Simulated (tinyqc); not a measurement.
# Double-gate transistor below threshold, two-dimensional Poisson equation on a small mesh: effect of the insulator thickness

Half of a symmetric double-gate structure: row 0 is the mid-plane of the body, where the normal field vanishes. Mobile charge is neglected (subthreshold), the body is fully depleted, and potentials are counted from the intrinsic level; rows run upward to the gate, columns from source to drain.

Mesh: rows i = 0..12 in the semiconductor (step hs = tb/12, row 12 on the interface), then 8 step(s) ho = tox/8 up to the gate row 20; columns j = 0..80 (step hy = L/80). Box integration, divided by eps0: up_i = eps hy/h of the interval above row i, dn_i = that of the interval below (0 for row 0), lat_i = (sum of eps h/2 over the intervals above and below)/hy, s_i = -q Na w_i hy/eps0 with w_i the semiconductor height of the box (hs/2 for row 0 and the interface row, hs between, 0 in the insulator). Each free node obeys (up + dn + 2 lat) psi = up psi(above) + dn psi(below) + lat [psi(left) + psi(right)] + s. Fixed values: gate row Vg - Vfb; column 0 at Vbi and the last column at Vbi + Vd in the semiconductor, each running linearly to Vg - Vfb across the insulator. The system is solved directly. On row 0 the minimum of psi and its place come from a parabola through the three lowest nodes; barrier = Vbi - minimum, swing = Vt ln 10/(d psi/dVg), DIBL = (d psi/dVd)/(d psi/dVg) there. Lambda = pi/k with k the smallest positive root of tan(k tox) tan(k tb) = eox/eps_r.

Values chosen for this exercise; semiconductor permittivity made up:

| symbol | value | unit | meaning |
|---|---|---|---|
| T | 350 | K | temperature |
| eps_r | 12.7 |  | relative permittivity of the semiconductor |
| eox | 3.9 |  | relative permittivity of the insulator |
| tb | 4 | nm | half the body thickness |
| L | 27 | nm | channel length |
| Na | 3.8e17 | cm^-3 | acceptor density of the depleted body |
| Vbi | 0.56 | V | potential of the source |
| Vfb | -0.05 | V | gate offset |
| Vg | 0 | V | gate voltage |
| Vd | 0.05 | V | drain voltage |

Constants: q = 1.602176634e-19 C, kB = 1.380649e-23 J/K, Vt = kB T/q, eps0 = 8.8541878128e-14 F/cm where lengths are in cm. Results are converted to the units shown.

Effect of the insulator thickness:
```
tox (nm)	L/Lambda	barrier (V)	place y/L	swing (mV/decade)	DIBL (mV/V)
0.76	2.165	0.4775	0.4932	75.30	40.19
1	1.976	0.4657	0.4926	77.37	54.42
1.4	1.743	0.4456	0.4916	81.12	80.12
2	1.503	0.4163	0.4902	87.21	121.9
2.8	1.292	0.3804	0.4885	95.94	181.6
3.8	1.115	0.3414	0.4866	107.6	261.0
```

As tox goes from 0.76 to 3.8 nm, the barrier falls from 0.478 to 0.341 V, the swing rises from 75.3 to 108 mV a decade and DIBL rises from 40.2 to 261 mV/V; the ideal swing is 69.4. L/Lambda goes from 2.2 to 1.1.

Computed by the program tinyqc: `OMP_NUM_THREADS=1 python tinyqc.py 2480002 2480003 out.jsonl`, one thread of a shared Intel Xeon 2.30GHz, about 0.09 s for the whole run.
